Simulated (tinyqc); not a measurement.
Thermionic emission over a Gaussian spread of barriers: one step of the calculation.

Metal on an n-type semiconductor with one parabolic valley; V > 0 is forward bias (metal positive). Patches of barrier height b are spread as a Gaussian with mean phi - r2 V and variance sg^2 + r3 V; each carries A* T^2 exp(-b/Vt) [exp(V/Vt) - 1].

Problem. Apparent barrier, ideality and current. A* = 4 pi q me m0 kB^2/h^3 (times 1e-4 for A/(cm^2 K^2)). The mean of exp(-b/Vt) gives the apparent barrier phi_ap(V) = phi - r2 V - (sg^2 + r3 V)/(2 Vt), J = A* T^2 exp(-phi_ap/Vt) [exp(V/Vt) - 1], and 1/n = 1 + r2 + r3/(2 Vt).

Inputs (values chosen for the exercise); band and dielectric values close to those of cadmium telluride: temperature T = 200 K; electron mass me = 0.0998 m0; barrier height seen from the metal phi = 1.16 eV; standard deviation of the barrier heights sg = 0.05 eV; shift of the mean barrier per volt, with its sign reversed (rho2) r2 = -0.001; change of sg^2 per volt (rho3) r3 = -0.0019 V; bias V = 0.22 V.

Constants: q = 1.602176634e-19 C, kB = 1.380649e-23 J/K, h = 6.62607015e-34 J s, m0 = 9.1093837015e-31 kg, Vt = kB T/q. Results are converted to the units shown.

Find: A*; phi_ap(0); phi_ap(V); n; J.

Solution.

A* = 11.99 A/(cm^2 K^2)
phi_ap(0) = 1.087 eV
phi_ap(V) = 1.100 eV
n = 1.059
J = 3.240e-17 A/cm^2

Program tinyqc, `OMP_NUM_THREADS=1 python tinyqc.py 2640136 2640137 out.jsonl`; Intel Xeon 2.30GHz, shared host, one thread, about 0.01 s.
